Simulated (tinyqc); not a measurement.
Spectrum around the optical phonon: single-oscillator infrared dielectric function of a polar cubic crystal. Computed by tinyqc, a small Python program. Command: `OMP_NUM_THREADS=1 python tinyqc.py 3002320 3002321 out.jsonl infrared walk`. One thread of a shared host (Intel(R) Xeon(R) Processor @ 2.30GHz), about 0.01 s of CPU time with the checks.

One ion pair, charges +Z* and -Z*, in a cell of volume Omega = a^3/4. Frequencies omega are given as wavenumbers (1/cm); eps_s is the static dielectric constant.

Inputs (values chosen for the exercise, for a model crystal):
```
quantity                value        unit
lattice constant a        6.3    angstrom
mass M_A                 96.8           u
mass M_B                 33.7           u
omega_TO                  424        1/cm
Born charge Z*           2.42           e
eps_inf                  8.38           -
phonon damping gamma       19        1/cm
carrier density N     3.4e+18      1/cm^3
carrier mass m*         0.068         m_0
carrier mobility         1300  cm^2/(V s)
```

Structure: zinc blende. Free carriers: present.

Constants: nu for 1 eV/(angstrom^2 u) = 15.6333042 THz; 1 THz = 33.35640952 1/cm; e^2/(4 pi eps_0) = 14.39964548 eV angstrom; e = 1.602176634e-19 C; eps_0 = 8.8541878128e-12 F/m; m_0 = 9.1093837015e-31 kg; c = 299792458 m/s.

Method:
- mu = M_A M_B/(M_A + M_B); ionic plasma term W^2 = 4 pi Z*^2 (e^2/(4 pi eps_0))/(Omega mu) in eV/(angstrom^2 u), turned into 1/cm by W = 15.6333042 x 33.35640952 x sqrt(W^2); omega_LO^2 = omega_TO^2 + W^2/eps_inf; eps_s = eps_inf + W^2/omega_TO^2; Szigeti charge 3 Z*/(eps_inf + 2); longitudinal (Callen) charge Z*/eps_inf.
- omega_p^2 = N e^2/(eps_0 eps_inf m*), gamma_p = e/(m* x mobility), both divided by 2 pi c (c in cm/s) to give 1/cm. m* is held constant, though in narrow-gap crystals it rises with N at high doping.
- eps(omega) = eps_inf + W^2/(omega_TO^2 - omega^2 - i gamma omega) - eps_inf omega_p^2/(omega^2 + i gamma_p omega); n + i k = sqrt(eps) with k >= 0; R = |(n + i k - 1)/(n + i k + 1)|^2 at normal incidence from vacuum.
- The loss function is Im(-1/eps).

omega_LO = 449.202 1/cm

W = 429.436 1/cm

omega_p = 731.567 1/cm

gamma_p = 105.625 1/cm

Spectrum:
```
omega (1/cm)   Re eps   Im eps        R  Im(-1/eps)
212           -70.197   39.871  0.89366   0.0061177
360           -19.874   9.8405  0.83051    0.020008
411           -5.3301   14.454  0.57032    0.060902
424           -15.109   28.743  0.70061    0.027259
430           -24.656   21.819  0.78592    0.020129
437           -24.436   13.247  0.83483    0.017145
444           -21.745   9.2983  0.85326    0.016624
449           -20.030   7.8240  0.85823    0.016920
458           -17.593   6.3278  0.85974    0.018103
476           -14.284   4.9203  0.85240    0.021558
517           -9.8079   3.5243  0.82312    0.032447
674           -1.9263   1.5414  0.53852     0.25324
1120           4.6646  0.33761  0.13546    0.015435
```

What follows from these numbers?

R peaks among these rows at 212 per cm with 0.89 and is lowest, 0.135, at 1120; far above omega_LO it tends to ((sqrt(eps_inf) - 1)/(sqrt(eps_inf) + 1))^2 = 0.237. Im eps is largest at 212 and the loss function at 674; the free carriers add absorption and shift the longitudinal modes. Re eps is negative in some rows, where R averages 0.78.

Extremes, crossings and ranges named in words are read from the listed rows.
